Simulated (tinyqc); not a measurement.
## Ideality, saturation current and resistance from three points

Question. Well above the saturation current a diode obeys V = n Vt ln(I/I0) + I Rs. Find n, Rs and I0.

Parameters, values chosen for the exercise:

| symbol | value | unit | meaning |
|---|---|---|---|
| T | 325 | K | temperature |

Constants: q = 1.602176634e-19 C, kB = 1.380649e-23 J/K, Vt = kB T/q. Results are converted to the units shown.

currents (A): [3e-6, 0.0005, 0.009]
voltages (V): [0.55888969, 0.71131349, 0.80646913]

Answer. V is linear in the three unknowns n Vt, Rs and -n Vt ln I0, so three points give a linear system.

n = 1.060
Rs = 1.100 ohm
I0 = 2.000e-14 A

Computed by the program tinyqc: `OMP_NUM_THREADS=1 python tinyqc.py 2260043 2260044 out.jsonl`, one thread of a shared Intel Xeon 2.30GHz, about 0.01 s for the whole run.
